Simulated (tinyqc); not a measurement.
Inside a calculation. Method: UHF in the 6-31g basis, for H2-, spin multiplicity 2. The basis has no diffuse functions, so it cannot describe the extra electron: this is an exercise in the method, not the real anion. One step of it, computed by the program tinyqc.

Question. Iteration 3: building the Fock matrix. J_ij = sum D_kl (ij|kl) with D = D(alpha) + D(beta), K_ij = sum D_kl (ik|jl) for each spin; F = H + J - K(s); E = tr D H + tr D J / 2 - 0.5 sum_s tr D(s) K(s) + E_nn.

D(alpha) after iteration 2, lower triangle:
```
,1H 1s,1H 2s,2H 1s,2H 2s
1H 1s,0.118569
1H 2s,0.299023,0.831115
2H 1s,-0.003623,-0.104643,0.118569
2H 2s,-0.104643,-0.502405,0.299023,0.831115
```

D(beta) after iteration 2, lower triangle:
```
,1H 1s,1H 2s,2H 1s,2H 2s
1H 1s,0.024937
1H 2s,0.073201,0.214876
2H 1s,0.024937,0.073201,0.024937
2H 2s,0.073201,0.214876,0.073201,0.214876
```

core Hamiltonian H = T + V (hartree), lower triangle:
```
,1H 1s,1H 2s,2H 1s,2H 2s
1H 1s,-0.637702
1H 2s,-0.732637,-0.765930
2H 1s,-0.171052,-0.359223,-0.637702
2H 2s,-0.359223,-0.530304,-0.732637,-0.765930
```

Two-electron integrals (ij|kl) in chemists' order, unique and non-zero (hartree):
```
i,j,k,l,(ij|kl)
1,1,1,1,1.076566
2,1,1,1,0.578470
2,1,2,1,0.329423
2,2,1,1,0.587396
2,2,2,1,0.361304
2,2,2,2,0.453150
3,1,1,1,0.054509
3,1,2,1,0.032989
3,1,2,2,0.039682
3,1,3,1,0.005707
3,2,1,1,0.120961
3,2,2,1,0.077683
3,2,2,2,0.106186
3,2,3,1,0.015309
3,2,3,2,0.052672
3,3,1,1,0.379623
3,3,2,1,0.248737
3,3,2,2,0.359876
3,3,3,1,0.054509
3,3,3,2,0.221349
3,3,3,3,1.076566
4,1,1,1,0.221349
4,1,2,1,0.127559
4,1,2,2,0.142572
4,1,3,1,0.015309
4,1,3,2,0.037091
4,1,3,3,0.120961
4,1,4,1,0.052672
4,2,1,1,0.290177
4,2,2,1,0.181648
4,2,2,2,0.237138
4,2,3,1,0.026073
4,2,3,2,0.078738
4,2,3,3,0.290177
4,2,4,1,0.078738
4,2,4,2,0.148452
4,3,1,1,0.248737
4,3,2,1,0.162235
4,3,2,2,0.232474
4,3,3,1,0.032989
4,3,3,2,0.127559
4,3,3,3,0.578470
4,3,4,1,0.077683
4,3,4,2,0.181648
4,3,4,3,0.329423
4,4,1,1,0.359876
4,4,2,1,0.232474
4,4,2,2,0.328765
4,4,3,1,0.039682
4,4,3,2,0.142572
4,4,3,3,0.587396
4,4,4,1,0.106186
4,4,4,2,0.237138
4,4,4,3,0.361304
4,4,4,4,0.453150
```

nuclear repulsion = 0.38015604 hartree

Give: Coulomb J; exchange K(alpha); exchange K(beta); F(alpha); F(beta); total energy of this density.

Answer.

Coulomb J (hartree), lower triangle:
```
,1H 1s,1H 2s,2H 1s,2H 2s
1H 1s,1.630
1H 2s,0.990,1.246
2H 1s,0.131,0.412,1.630
2H 2s,0.412,0.756,0.990,1.246
```

exchange K(alpha) (hartree), lower triangle:
```
,1H 1s,1H 2s,2H 1s,2H 2s
1H 1s,0.619
1H 2s,0.510,0.509
2H 1s,0.077,0.209,0.619
2H 2s,0.209,0.313,0.510,0.509
```

exchange K(beta) (hartree), lower triangle:
```
,1H 1s,1H 2s,2H 1s,2H 2s
1H 1s,0.291
1H 2s,0.294,0.351
2H 1s,0.150,0.225,0.291
2H 2s,0.225,0.309,0.294,0.351
```

F(alpha) (hartree), lower triangle:
```
,1H 1s,1H 2s,2H 1s,2H 2s
1H 1s,0.373
1H 2s,-0.253,-0.030
2H 1s,-0.117,-0.157,0.373
2H 2s,-0.157,-0.087,-0.253,-0.030
```

F(beta) (hartree), lower triangle:
```
,1H 1s,1H 2s,2H 1s,2H 2s
1H 1s,0.701
1H 2s,-0.037,0.128
2H 1s,-0.190,-0.172,0.701
2H 2s,-0.172,-0.083,-0.037,0.128
```

total energy of this density = -0.94914 hartree
